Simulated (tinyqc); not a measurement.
# On-chip interconnect, size-dependent resistivity and RC delay: effects of single changes

A rectangular line between two neighbours and two ground planes. Surface and grain-boundary scattering are added to the bulk resistivity as corrections; capacitances are parallel-plate values without fringing; inductance is ignored.

Parameters, values chosen for the exercise; metal values close to those of cobalt:
- rho0 = 6.04 uohm cm (bulk resistivity)
- lam = 12 nm (bulk mean free path)
- ps = 0 (specular share of surface scattering)
- Rg = 0.18 (reflection coefficient of grain boundaries)
- gr = 1 (grain size over the metal width)
- wd = 37 nm (drawn line width)
- AR = 1.3 (aspect ratio, height over width)
- tl = 1 nm (liner on both walls and the bottom, not conducting)
- sp = 37 nm (space to the neighbouring lines)
- hd = 92 nm (dielectric height to the planes above and below)
- ek = 4.2 (relative permittivity of the dielectric)
- Mf = 2 (Miller factor of the neighbours)
- Lw = 84 um (line length)
- Rd = 8200 ohm (driver resistance)
- Cl = 0.18 fF (load capacitance)
- rho2 = 7.81 uohm cm (bulk resistivity of the second metal (close to ruthenium))
- lam2 = 6.49 nm (mean free path of the second metal)
- tl2 = 0.2 nm (liner of the second metal)

Constants: eps0 = 8.8541878128e-12 F/m. Results are converted to the units shown.

Each table varies one quantity; the others keep the values above.

## Delay against the liner thickness

Metal width x = wd - 2 tl, height y = AR wd - tl; grain boundaries (Mayadas-Shatzkes): al = (lam/(gr x)) Rg/(1 - Rg), g = 1/[1 - 3 al/2 + 3 al^2 - 3 al^3 ln(1 + 1/al)] - 1; surfaces (Fuchs-Sondheimer, thick limit): s = (3/8) lam (1 - ps)(1/x + 1/y); rho = rho0 (1 + g + s); r = rho/(x y); c = eps0 ek (2 wd/hd + 2 Mf AR wd/sp). Elmore delay tE = Rd (c Lw + Cl) + r Lw (c Lw/2 + Cl); t50 is the time at which the far end of a ladder of 30 pi sections (half capacitances at both ends, Cl at the far end, a step applied through Rd) reaches half the step; line share r Lw/(Rd + r Lw); estimate 0.69 Rd (c Lw + Cl) + 0.38 r c Lw^2 + 0.69 r Lw Cl.

The same in every row: c (fF/um) = 0.2233.

Delay against the liner thickness:

| tl (nm) | rho (uohm cm) | r (ohm/um) | tE (ps) | t50 (ps) | estimate (ps) | line share of the resistance (%) |
|---|---|---|---|---|---|---|
| 0 | 7.970 | 44.78 | 191.2 | 136.2 | 134.4 | 31.45 |
| 0.6 | 8.023 | 47.18 | 193.2 | 137.7 | 135.9 | 32.58 |
| 1.1 | 8.069 | 49.33 | 194.9 | 139.1 | 137.2 | 33.57 |
| 1.7 | 8.128 | 52.13 | 197.1 | 140.8 | 138.9 | 34.81 |
| 2.3 | 8.191 | 55.20 | 199.6 | 142.8 | 140.8 | 36.12 |
| 2.9 | 8.258 | 58.56 | 202.3 | 144.9 | 142.8 | 37.49 |
| 3.4 | 8.318 | 61.62 | 204.7 | 146.8 | 144.7 | 38.69 |
| 4 | 8.395 | 65.64 | 208.0 | 149.4 | 147.1 | 40.21 |

What does the table show?

As tl goes from 0 to 4, r rises from 44.8 to 65.6 ohm/um, c stays at 0.223 fF/um and t50 rises from 136 to 149 ps. t50/tE lies between 0.712 and 0.718, and the estimate is within 1.5 % of t50.

## Two metals against line width

Metal width x = wd - 2 tl, height y = AR wd - tl; grain boundaries (Mayadas-Shatzkes): al = (lam/(gr x)) Rg/(1 - Rg), g = 1/[1 - 3 al/2 + 3 al^2 - 3 al^3 ln(1 + 1/al)] - 1; surfaces (Fuchs-Sondheimer, thick limit): s = (3/8) lam (1 - ps)(1/x + 1/y); rho = rho0 (1 + g + s); r = rho/(x y). The second metal has rho2, lam2 and tl2 in place of rho0, lam and tl; ps, Rg, gr and AR are shared.

Results:

| wd (nm) | rho, first (uohm cm) | rho, second (uohm cm) | r, first (ohm/um) | r, second (ohm/um) | ratio second/first |
|---|---|---|---|---|---|
| 5 | 27.37 | 18.39 | 1.659e4 | 6346 | 0.3826 |
| 6.5 | 20.66 | 15.84 | 6163 | 3147 | 0.5106 |
| 8 | 17.19 | 14.28 | 3048 | 1842 | 0.6043 |
| 10 | 14.52 | 12.95 | 1513 | 1054 | 0.6968 |
| 13 | 12.29 | 11.74 | 702.5 | 558.0 | 0.7942 |
| 17 | 10.67 | 10.80 | 337.0 | 297.1 | 0.8817 |
| 22 | 9.537 | 10.12 | 172.8 | 164.9 | 0.9545 |
| 30 | 8.555 | 9.496 | 80.40 | 82.69 | 1.028 |
| 70 | 7.088 | 8.530 | 11.58 | 13.50 | 1.165 |
| 120 | 6.646 | 8.230 | 3.634 | 4.417 | 1.215 |

Estimate the missing row, wd = 45 nm.

Computed row:

| wd (nm) | rho, first (uohm cm) | rho, second (uohm cm) | r, first (ohm/um) | r, second (ohm/um) | ratio second/first |
|---|---|---|---|---|---|
| 45 | 7.689 | 8.932 | 31.10 | 34.35 | 1.105 |

With this row back in the table: The resistivity of the first metal falls from 27.4 to 6.65 uohm cm and that of the second goes from 18.4 to 8.23 uohm cm as the line widens. The products rho0 lam, which set the size effect, are 72.5 and 50.7 uohm cm nm. The two resistances cross at wd = 26.4 nm: below it the second metal gives the lower line resistance. For widths well under the mean free path the thick-limit surface term is only a guide.

Program tinyqc, `OMP_NUM_THREADS=1 python tinyqc.py 2100129 2100130 out.jsonl`; Intel Xeon 2.30GHz, shared host, one thread, about 0.01 s.
